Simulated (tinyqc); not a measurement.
Threshold of a short bulk MOSFET: charge sharing, barrier lowering, narrow width: threshold roll-off against channel length.

n-channel device on a p-type body, depletion approximation, full ionisation. Uniform doping N = Na. Vbi from Boltzmann statistics is rough for the degenerate source. Cox = eps0 eox/tox.

ni = sqrt(Nc Nv) exp(-Eg/(2 Vt)), Eg in volts; 2 pB = 2 Vt ln(N/ni); flat band Vfb - Vt ln(N/Na); Wd = sqrt(2 eps0 eps_r (2 pB - Vbs)/(q N)); body term q N Wd/Cox; long-channel VT0 = flat band + 2 pB + body term; Vbi = Vt ln(N Nsd/ni^2); scale length l = sqrt((eps_r/eox) tox Wd). Charge sharing (trapezoid; it ignores Vds): F = (xj/L)(sqrt(1 + 2 Wd/xj) - 1), lowering = body term times F. Barrier lowering: th = exp(-L/(2 l)) + 2 exp(-L/l), lowering = th [2 (Vbi - 2 pB) + Vds], DIBL = th. Narrow width: rise = body term times xw Wd/W. VT by each model = VT0 - lowering + rise. DIBL under 0.001 mV/V is printed as 0.

Parameters, values chosen for the exercise; band and dielectric values close to those of silicon: temperature T = 300 K; band gap Eg = 1.11 eV; relative permittivity eps_r = 11.9; conduction-band density of states at T Nc = 2.79e19 cm^-3; valence-band density of states at T Nv = 2.68e19 cm^-3; relative permittivity of the gate insulator (close to silicon nitride) eox = 7.4; insulator thickness tox = 6.5 nm; channel doping Na = 4.2e17 cm^-3; source and drain doping Nsd = 1e20 cm^-3; flat-band voltage for the doping Na Vfb = -0.83 V; junction depth xj = 150 nm; body-source voltage Vbs = 0 V; drain-source voltage Vds = 1.2 V; gate width W = 410 nm; shape factor of the fringing depletion at the width edges xw = 0.

Constants: q = 1.602176634e-19 C, kB = 1.380649e-23 J/K, Vt = kB T/q, eps0 = 8.8541878128e-14 F/cm where lengths are in cm. Results are converted to the units shown.

The same in every row: N (cm^-3) = 4.200e17; VT0 (V) = 0.4173.

Threshold roll-off against channel length:

| L (nm) | L/l | F | DIBL (mV/V) | VT, charge sharing (V) | VT, barrier lowering (V) |
|---|---|---|---|---|---|
| 75 | 3.189 | 0.6119 | 285.4 | 0.2012 | -0.005958 |
| 110 | 4.677 | 0.4172 | 115.1 | 0.2699 | 0.2467 |
| 160 | 6.803 | 0.2868 | 35.54 | 0.3160 | 0.3646 |
| 220 | 9.355 | 0.2086 | 9.478 | 0.3436 | 0.4033 |
| 320 | 13.61 | 0.1434 | 1.113 | 0.3667 | 0.4157 |
| 470 | 19.98 | 0.09765 | 0.04575 | 0.3828 | 0.4173 |
| 680 | 28.91 | 0.06749 | 0 | 0.3935 | 0.4173 |
| 980 | 41.67 | 0.04683 | 0 | 0.4008 | 0.4173 |
| 1400 | 59.53 | 0.03278 | 0 | 0.4057 | 0.4173 |

VT by barrier lowering rises from -0.00596 to 0.417 V and VT by charge sharing rises from 0.201 to 0.406 V. DIBL is under 100 mV/V from L = 160 nm on among the rows (th = 0.1 at L/l = 4.92). For L = 75 F exceeds 0.5: the shares of source and drain overlap, and the trapezoid formula no longer holds. For L = 75 DIBL exceeds 250 mV/V, where the barrier formula is rough.

Program tinyqc, `OMP_NUM_THREADS=1 python tinyqc.py 2002154 2002155 out.jsonl`; Intel Xeon 2.30GHz, shared host, one thread, about 0.01 s.
